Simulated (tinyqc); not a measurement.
## MOSFET in the linear regime without short-channel effects, parameter extraction from computed curves: extraction methods against the temperature

Inversion charge Q = Cox n Vt W0(exp((Vg - VT)/(n Vt))), W0 the Lambert function and n = nf; u = Q/Cox; mobility mu = mu0/(1 + th1 u + th2 u^2); channel resistance Rch = (L - dL)/(W mu Q); Id = Vd/(Rch + Rsd/W). Cox = eps0 eox/tox. Small Vd, no channel-length or drain effects.

From the continuous curve Id(Vg): tangent at peak gm (V_ext = Vg - Id/gm); constant current Id = 0.1 uA W/L; peak of d2Id/dVg2; Y = Id/sqrt(gm) drawn through Vg = VT + 0.6 and VT + 0.8 V, with intercept VT_Y and slope s. Mobilities gm,max L/(W Cox Vd) and s^2 L/(W Cox Vd) with the drawn L. Last column: share of Rsd/W in the total resistance at VT + 0.8 V.

Parameters, values chosen for the exercise; channel values of the order met in silicon transistors:

| symbol | value | unit | meaning |
|---|---|---|---|
| eox | 22.6 |  | relative permittivity of the gate insulator (close to hafnium oxide) |
| tox | 11 | nm | insulator thickness |
| mu0 | 130 | cm^2/(V s) | low-field mobility |
| th1 | 0.12 | 1/V | first mobility attenuation factor |
| th2 | 0 | 1/V^2 | second mobility attenuation factor |
| VT | 0.64 | V | threshold voltage |
| nf | 1.35 |  | body factor |
| W | 1 | um | gate width |
| L | 0.054 | um | drawn gate length |
| dL | 0.008 | um | drawn less effective length |
| Rsd | 210 | ohm um | source plus drain resistance |
| Vd | 0.02 | V | drain voltage |

Constants: q = 1.602176634e-19 C, kB = 1.380649e-23 J/K, Vt = kB T/q, eps0 = 8.8541878128e-14 F/cm where lengths are in cm. Results are converted to the units shown.

Result of one run:

| T (K) | V_ext (V) | constant current (V) | second derivative (V) | VT_Y (V) | mobility from gm (cm^2/(V s)) | mobility from Y (cm^2/(V s)) | series share (%) |
|---|---|---|---|---|---|---|---|
| 300 | 0.626 | 0.636 | 0.625 | 0.686 | 90.4 | 136 | 40.9 |

What becomes of these results when the temperature T is changed from 300 to 220 K, all else the same?

Result of the changed run:

| T (K) | V_ext (V) | constant current (V) | second derivative (V) | VT_Y (V) | mobility from gm (cm^2/(V s)) | mobility from Y (cm^2/(V s)) | series share (%) |
|---|---|---|---|---|---|---|---|
| 220 | 0.634 | 0.650 | 0.630 | 0.682 | 96.9 | 141 | 41.5 |

The whole series:

| T (K) | V_ext (V) | constant current (V) | second derivative (V) | VT_Y (V) | mobility from gm (cm^2/(V s)) | mobility from Y (cm^2/(V s)) | series share (%) |
|---|---|---|---|---|---|---|---|
| 77 | 0.643 | 0.665 | 0.637 | 0.665 | 116 | 149 | 42.9 |
| 110 | 0.642 | 0.663 | 0.636 | 0.671 | 110 | 147 | 42.6 |
| 150 | 0.640 | 0.659 | 0.634 | 0.676 | 104 | 145 | 42.2 |
| 220 | 0.634 | 0.650 | 0.630 | 0.682 | 96.9 | 141 | 41.5 |
| 300 | 0.626 | 0.636 | 0.625 | 0.686 | 90.4 | 136 | 40.9 |
| 370 | 0.618 | 0.622 | 0.620 | 0.686 | 85.8 | 133 | 40.5 |
| 450 | 0.607 | 0.604 | 0.613 | 0.685 | 81.4 | 128 | 40.0 |

The model has VT = 0.64 V and mu0 = 130 cm^2/(V s). Over the table the extracted thresholds move by 36 mV (tangent), 61 mV (constant current), 24 mV (second derivative), 21 mV (Y function). The mobility from gm falls from 116 to 81.4 and that from Y falls from 149 to 128 cm^2/(V s).

tinyqc, about 0.01 s, one thread, Intel Xeon 2.30GHz (shared host): `OMP_NUM_THREADS=1 python tinyqc.py 2210058 2210059 out.jsonl`
